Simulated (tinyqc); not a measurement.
Inside a calculation. Model: leakage through a gate insulator: direct, Fowler-Nordheim, trap-assisted and Poole-Frenkel currents. Computed by tinyqc, a small Python program that keeps every step. Command: `OMP_NUM_THREADS=1 python tinyqc.py 3027215 3027216 out.jsonl oxideleak walk`. One thread of a shared host (Intel(R) Xeon(R) Processor @ 2.30GHz), about 0.01 s of CPU time with the checks. Intermediate numbers are printed to about 5 digits and carried at full precision; extremes and crossings named in words are read from the listed rows.

Electrons enter from the cathode Fermi level at x = 0; the conduction band of the insulator lies phi_b - e F x above it, F = V/t. WKB exponents use a parabolic band with mass m.

Inputs (values chosen for the exercise, with an insulator like Si3N4):

| quantity | value | unit |
|---|---|---|
| thickness t | 3.3 | nm |
| barrier phi_b | 2.1 | eV |
| tunnelling mass m | 0.44 | m_0 |
| static constant eps_ox | 7.14 | - |
| optical constant eps_opt | 4.1 | - |
| voltage across the insulator V | 1.9 | V |
| trap depth phi_t | 1.3 | eV |
| trap density N_t | 1.8e+17 | cm^-3 |
| attempt rate nu_0 | 1e+13 | 1/s |
| activation of capture E_a | 0.22 | eV |
| temperature T | 450 | K |

Constants: hbar^2/(2 m_0) = 3.80998212 eV angstrom^2; e = 1.602176634e-19 C; hbar = 1.054571817e-34 J s; k_B = 8.617333262e-05 eV/K; eps_0 = 8.8541878128e-12 F/m.

## Field and tunnelling without traps

For a level a distance phi(x) below the band, the WKB exponent is 2 int kappa dx with kappa = sqrt(m phi/(hbar^2/2m_0)); for a linear barrier from phi_1 down to phi_2 = max(phi_1 - e F d, 0) it is G = (4/3) sqrt(m/(hbar^2/2m_0)) (phi_1^(3/2) - phi_2^(3/2))/(e F). J_tun = e^3 F^2/(16 pi^2 hbar m phi_b) x exp(-G) / [1 - sqrt(phi_2/phi_b)]^2 with the free-electron mass in the cathode (m in m_0), phi_2 = max(phi_b - e V, 0): direct tunnelling for e V < phi_b, Fowler-Nordheim above. Image forces, back-flow and the limit on supply are left out, so J_tun is overstated below about 0.5 V. Equivalent oxide thickness = 3.9 t/eps_ox.

field F = 5.7576 MV/cm

equivalent oxide thickness = 1.8025 nm

WKB exponent G = 23.245

tunnelling current J_tun = 0.0092882 A/cm^2

The barrier is a trapezoid: direct tunnelling.

## One trap at several depths

A trap at depth x lies phi_t below the band. Capture: tunnel at the cathode Fermi level from 0 to x (G_in from phi_1 = phi_b), rate nu_0 exp(-G_in - E_c/k_B T) with E_c = E_a + max(phi_b - phi_t - e F x, 0), the last term being the height of the trap above the cathode Fermi level. Emission: tunnel from the trap level to the anode (G_out from phi_1 = phi_t over t - x), rate nu_0 exp(-G_out - E_a/k_B T). Re-emission to the cathode follows from detailed balance, rate_back = rate_in exp(dE/k_B T) with dE = phi_b - phi_t - e F x. Each trap passes R = rate_in rate_out/(rate_in + rate_back + rate_out) electrons per second; filling from the anode is left out. Depths: t times 0.08, 0.2, 0.32, 0.44, 0.56, 0.68, 0.8 and 0.92, rounded to 0.01 nm.

Rates:

| x (nm) | G_in | G_out | E_c (eV) | rate in (1/s) | rate back (1/s) | rate out (1/s) | R (1/s) |
|---|---|---|---|---|---|---|---|
| 0.26 | 2.515 | 11.665 | 0.87030 | 1.4486e+02 | 2.7799e+09 | 2.9521e+05 | 1.5382e-02 |
| 0.66 | 6.197 | 11.665 | 0.64000 | 1.3837e+03 | 6.9955e+07 | 2.9521e+05 | 5.8143e+00 |
| 1.06 | 9.640 | 11.657 | 0.40970 | 1.6784e+04 | 2.2356e+06 | 2.9765e+05 | 1.9590e+03 |
| 1.45 | 12.750 | 10.769 | 0.22000 | 9.9702e+04 | 4.0590e+04 | 7.2296e+05 | 8.3499e+04 |
| 1.85 | 15.665 | 9.168 | 0.22000 | 5.4085e+03 | 5.8011e+00 | 3.5843e+06 | 5.4003e+03 |
| 2.24 | 18.209 | 7.157 | 0.22000 | 4.2466e+02 | 1.3921e-03 | 2.6778e+07 | 4.2465e+02 |
| 2.64 | 20.473 | 4.720 | 0.22000 | 4.4132e+01 | 3.8116e-07 | 3.0628e+08 | 4.4132e+01 |
| 3.04 | 22.322 | 1.956 | 0.22000 | 6.9477e+00 | 1.5809e-10 | 4.8615e+09 | 6.9477e+00 |

The most effective of these traps sits at 1.45 nm, 44 % of the way; where rate back exceeds rate out, re-emission drains the trap, and elsewhere the slower forward step limits R; the best depth is near where rate in and rate out cross.

## Trap-assisted current

J_TAT = e N_t int_0^t R dx by the midpoint rule on 400 intervals; the most effective depth is the midpoint with the largest R, rounded to 0.01 nm.

trap-assisted current J_TAT = 8.2359e-05 A/cm^2

most effective depth = 1.39 nm

## Poole-Frenkel bound

Poole-Frenkel emission over the lowered barrier of a charged trap: lowering sqrt(e F/(pi eps_opt eps_0)); J_PF = e N_t^(2/3) nu_0 exp(-(phi_t - lowering)/k_B T), one sheet of traps emitting with supply unlimited (an upper bound).

barrier lowering = 0.89936 eV

Poole-Frenkel bound J_PF = 16.644 A/cm^2

Caution: the film is too thin for the Poole-Frenkel picture (the lowering is a large part of the whole drop, or the traps are further apart than the film is thick), so J_PF is only nominal.

## Total without and with traps

J = J_tun + J_TAT (the Poole-Frenkel bound is not added); the ratio J/J_tun is the excess that stress-made traps add.

total current J = 0.0093705 A/cm^2

J/J_tun = 1.0089

## Against voltage

The formulas are those given above.

Currents:

| V (V) | F (MV/cm) | J_tun (A/cm^2) | J_TAT (A/cm^2) | best depth (nm) |
|---|---|---|---|---|
| 0.40 | 1.212 | 9.2585e-06 | 1.9693e-12 | 1.46 |
| 0.80 | 2.424 | 4.6027e-05 | 5.0736e-10 | 1.51 |
| 1.20 | 3.636 | 2.6254e-04 | 2.2116e-07 | 2.20 |
| 1.61 | 4.879 | 1.9095e-03 | 1.4167e-05 | 1.64 |
| 2.01 | 6.091 | 1.7721e-02 | 1.3941e-04 | 1.32 |
| 2.42 | 7.333 | 6.1199e-01 | 8.5895e-04 | 1.11 |
| 2.82 | 8.545 | 1.1965e+01 | 3.2102e-03 | 0.96 |
| 3.23 | 9.788 | 1.2172e+02 | 8.9286e-03 | 0.85 |
| 3.63 | 11.000 | 7.2604e+02 | 1.9665e-02 | 0.75 |

Tunnelling without traps rules in every row. Over the range J_tun grows by 7.9 decades and J_TAT by 10.0. The highest rows may lie beyond breakdown. Below about 0.5 V the formula for J_tun, which has no back-flow, overstates the current.

## Against thickness at fixed field

The formulas are those given above.

Currents:

| t (nm) | V (V) | J_tun (A/cm^2) | J_TAT (A/cm^2) |
|---|---|---|---|
| 1.2 | 0.6909 | 3.4983e+04 | 1.8469e-05 |
| 1.6 | 0.9212 | 8.2665e+02 | 1.1385e-04 |
| 2.2 | 1.2667 | 6.3850e+00 | 1.2323e-04 |
| 3.0 | 1.7273 | 3.9310e-02 | 9.9341e-05 |
| 4.0 | 2.3030 | 2.1963e-03 | 6.8793e-05 |
| 5.5 | 3.1667 | 2.1963e-03 | 6.8786e-05 |
| 7.5 | 4.3182 | 2.1963e-03 | 6.8786e-05 |
| 10.0 | 5.7576 | 2.1963e-03 | 6.8860e-05 |

Between the first rows J_tun falls by 4.07 decades per nm. From t = phi_b/(e F) = 3.65 nm it stops changing, since a triangular barrier does not feel the thickness. J_TAT stays below J_tun at all these thicknesses.

Checks made by the program: the WKB exponent by quadrature (relative difference 2e-10); the integral with twice the points (relative difference 1e-04).
